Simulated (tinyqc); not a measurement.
Changing the radius a of the spreading-resistance contact: four-point probe, van der Pauw, Hall and spreading-resistance readings of a semiconductor layer. Computed by tinyqc, a small Python program. Command: `OMP_NUM_THREADS=1 python tinyqc.py 3113456 3113457 out.jsonl probe sweep`. One thread of a shared host (Intel(R) Xeon(R) Processor @ 2.30GHz), about 0.02 s of CPU time with the checks.

The layer is uniform and ohmic; contacts are points unless a radius is given.

Inputs (values chosen for the exercise, modelled on n-type silicon): carrier density n = 2.5e+16 1/cm^3; drift mobility mu = 1120 cm^2/(V s); layer thickness t = 370 micrometre.

Backing of the layer: conducting.

Constants: e = 1.602176634e-19 C.

Method. rho = 1/(e n mu); R_s = rho/t. Flat disc contact with the current density of a half-space: R = (rho/(4 a)) c, c = (4/pi) int_0^infinity K(x t/a) sin(x) J1(x)/x^2 dx for a conducting backing, K = tanh, with the voltage averaged over the disc; c tends to 1 for t >> a.

One run for each value; columns: (1) radius a of the spreading-resistance contact (micrometre); (2) spreading resistance (ohm); (3) factor c; (4) rho/(4 a) (ohm); (5) column estimate rho t/(pi a^2) (ohm):
```
(1)         (2)     (3)    (4)        (5)
12    4.578e+01  0.9857  46.44  1.823e+03
24    2.256e+01  0.9714  23.22  4.558e+02
49    1.071e+01  0.9418  11.37  1.093e+02
96    5.149e+00  0.8869   5.80  2.849e+01
190   2.299e+00  0.7837   2.93  7.272e+00
380   8.990e-01  0.6130   1.47  1.818e+00
750   3.054e-01  0.4111   0.74  4.667e-01
1500  8.938e-02  0.2406   0.37  1.167e-01
3000  2.446e-02  0.1317   0.19  2.917e-02
```

Over the rows, spreading resistance (ohm) falls from 45.8 to 0.0245 (exponent d ln y / d ln x -1.0 between the first rows and -1.9 between the last); factor c falls from 0.986 to 0.132 (exponent d ln y / d ln x -0.021 between the first rows and -0.87 between the last); rho/(4 a) (ohm) falls from 46.4 to 0.186 (exponent d ln y / d ln x about -1.0 throughout). At the low end the exponent of spreading resistance is -1.02, close to -1: spreading into a half-space.
